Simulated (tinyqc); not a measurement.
## Off-state leakage of single and stacked transistors: leakage components against the temperature

n-channel devices of unit width. Subthreshold current I(Vg, Vs, Vd) = I0 (T/300 K)^0.5 exp[(Vg - Vs - VT(T) - gb (Vs - Vb) + dd (Vd - Vs))/(nf Vt)] (1 - exp(-(Vd - Vs)/Vt)), VT(T) = VT - cT (T - 300 K). Gate-edge tunnelling Ig (Vd/1 V) exp(ag (Vd - 1 V)), for a gate at 0 V, and band-to-band leakage Ab u exp(-Bb/u), u = Vd - Vb + 1 V, flow at a drain held at V; both are taken as independent of T. In a stack of off transistors (all gates at 0 V) the same subthreshold current passes through each.

One transistor with Vg = Vs = 0, Vd = V; stack factor I(one)/I(two in series).

Parameters, values chosen for the exercise; values of the order met in bulk silicon logic transistors: supply voltage V = 0.8 V; threshold at 300 K, zero drain and body bias VT = 0.29 V; fall of the threshold with temperature cT = 0.9 mV/K; current at threshold at 300 K I0 = 0.14 uA/um; slope factor nf = 1.21; drain-induced lowering per volt dd = 0.08; rise of the threshold per volt of source-body bias gb = 0.17; gate-edge tunnelling current at 1 V Ig = 0.0001 uA/um; exponential slope of the gate current ag = 4.6 1/V; prefactor of band-to-band leakage at the drain Ab = 80 uA/(um V); its exponential voltage Bb = 22 V; body voltage Vb = -0.6 V.

Constants: q = 1.602176634e-19 C, kB = 1.380649e-23 J/K, Vt = kB T/q. Results are converted to the units shown.

The same in every row: gate edge (nA/um) = 0.031882; band-to-band (nA/um) = 20.057.

Result of one run:

| T (K) | subthreshold (nA/um) | total (nA/um) | stack factor | largest part |
|---|---|---|---|---|
| 300 | 0.0039109 | 20.093 | 7.8491 | band-to-band |

What becomes of these results when the temperature T is changed from 300 to 325 K, all else the same?

Result of the changed run:

| T (K) | subthreshold (nA/um) | total (nA/um) | stack factor | largest part |
|---|---|---|---|---|
| 325 | 0.017714 | 20.107 | 6.9049 | band-to-band |

The whole series:

| T (K) | subthreshold (nA/um) | total (nA/um) | stack factor | largest part |
|---|---|---|---|---|
| 250 | 7.8019e-5 | 20.089 | 11.067 | band-to-band |
| 275 | 6.5859e-4 | 20.090 | 9.1602 | band-to-band |
| 300 | 0.0039109 | 20.093 | 7.8491 | band-to-band |
| 325 | 0.017714 | 20.107 | 6.9049 | band-to-band |
| 350 | 0.064836 | 20.154 | 6.1995 | band-to-band |
| 375 | 0.20009 | 20.289 | 5.6562 | band-to-band |
| 400 | 0.53748 | 20.626 | 5.2273 | band-to-band |
| 425 | 1.2877 | 21.377 | 4.8816 | band-to-band |

As T goes from 250 to 425, the total leakage rises from 20.1 to 21.4 nA/um. The band-to-band part leads at T = 250 and in all other rows. The subthreshold part doubles every 19.8 K between the last two rows. The reduction by a stack of two falls from 11.1 to 4.88, for the subthreshold part alone.

Computed by the program tinyqc: `OMP_NUM_THREADS=1 python tinyqc.py 2242230 2242231 out.jsonl`, one thread of a shared Intel Xeon 2.30GHz, about 0.03 s for the whole run.
